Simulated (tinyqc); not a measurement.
# Nanowire ballistic transistor, top-of-the-barrier model: effects of single changes

At the top of the source barrier, states moving towards the drain are filled by the source (Fermi level 0) and states moving back by the drain (Fermi level -q Vd); nothing scatters. U is the shift of the band edge there, set by the capacitances CG, CD and CS (the total) and by the charge. Parabolic one-dimensional subband; the source is grounded.

Values chosen for this exercise; mass and valleys close to those of germanium: temperature T = 250 K; effective mass m = 0.125 m0; valley degeneracy gv = 4; relative permittivity of the gate insulator eox = 3.9; insulator thickness tox = 3.9 nm; wire diameter d = 2 nm; gate control CG/CS aG = 0.86; drain control CD/CS aD = 0.09; band edge at the barrier top above the source Fermi level at zero bias E0 = 0.18 eV; drain voltage Vd = 0.5 V.

Constants: q = 1.602176634e-19 C, kB = 1.380649e-23 J/K, hbar = 1.054571817e-34 J s, h = 6.62607015e-34 J s, m0 = 9.1093837015e-31 kg, Vt = kB T/q, eps0 = 8.8541878128e-14 F/cm where lengths are in cm. Results are converted to the units shown.

Each table varies one quantity; the others keep the values above.

## Effect of the valley degeneracy

N0 = gv sqrt(2 m kB T/pi)/hbar, CG = 2 pi eps0 eox/ln(1 + 2 tox/d), CS = CG/aG, n0 = n at U = 0 and Vd = 0. eta1 = -(E0 + U)/Vt, eta2 = eta1 - Vd/Vt, n = (N0/2)[F_(-1/2)(eta1) + F_(-1/2)(eta2)], F_(-1/2)(x) = (1/sqrt(pi)) int_0^infinity u^(-1/2)/(1 + exp(u - x)) du. U = UL + q (n - n0)/CS with UL = -(aG Vg + aD Vd), energies in eV. I = gv (2 q^2/h) Vt [ln(1 + exp eta1) - ln(1 + exp eta2)]. CQ = (q/Vt) dn/d(eta1). E0 is held fixed.

In this table Vg = 0.5 V, Vd = 0.5 V.

Effect of the valley degeneracy:

| gv | eta1 | n (cm^-1) | I (uA) | mean velocity I/(q n) (cm/s) | CQ/CS |
|---|---|---|---|---|---|
| 1 | 5.003 | 1.855e6 | 8.363 | 2.813e7 | 0.9443 |
| 2 | 2.364 | 2.419e6 | 8.192 | 2.114e7 | 2.793 |
| 3 | 1.329 | 2.640e6 | 7.830 | 1.851e7 | 4.682 |
| 4 | 0.7602 | 2.762e6 | 7.637 | 1.726e7 | 6.186 |
| 6 | 0.1041 | 2.903e6 | 7.477 | 1.608e7 | 8.263 |

Read the table: what changes, and by how much?

As gv goes from 1 to 6, n rises from 1.86e6 to 2.90e6 cm^-1, the mean velocity falls from 2.81e7 to 1.61e7 cm/s and the current falls from 8.36 to 7.48 uA. CQ/CS goes from 0.94 to 8.3.

## Transfer curve

Same model as above.

CQ = (q/Vt) dn/d(eta1).

Transfer curve:

| Vg (V) | eta1 | n (cm^-1) | I (uA) | mean velocity I/(q n) (cm/s) | CQ/CS |
|---|---|---|---|---|---|
| 0 | -6.2860 | 5579.2 | 0.012422 | 1.3897e7 | 0.026103 |
| 0.09 | -3.2156 | 1.1708e5 | 0.26272 | 1.4005e7 | 0.53350 |
| 0.17 | -1.7173 | 4.7894e5 | 1.1026 | 1.4369e7 | 1.9993 |
| 0.26 | -0.78334 | 1.0465e6 | 2.5124 | 1.4985e7 | 3.7851 |
| 0.35 | -0.12661 | 1.6732e6 | 4.2187 | 1.5737e7 | 5.1214 |
| 0.44 | 0.42139 | 2.3231e6 | 6.1819 | 1.6609e7 | 5.9212 |
| 0.52 | 0.87093 | 2.9089e6 | 8.1495 | 1.7486e7 | 6.2329 |
| 0.61 | 1.3659 | 3.5701e6 | 10.637 | 1.8597e7 | 6.2317 |
| 0.7 | 1.8707 | 4.2292e6 | 13.447 | 1.9845e7 | 5.9696 |

Read the table: what changes, and by how much?

The current rises from 0.0124 to 13.4 uA. Between the first two rows the swing is 67.9 mV a decade, against Vt ln 10/aG = 57.7. CQ/CS goes from 0.026 to 6.0, so a volt on the gate moves the band edge by 0.84 eV in the first row and 0.12 eV in the last: the gate charge is limited by the insulator. The mean velocity rises from 1.39e7 to 1.98e7 cm/s.

Numbers from tinyqc (`OMP_NUM_THREADS=1 python tinyqc.py 2400129 2400130 out.jsonl`; about 0.05 s on one thread of a shared Intel Xeon 2.30GHz).
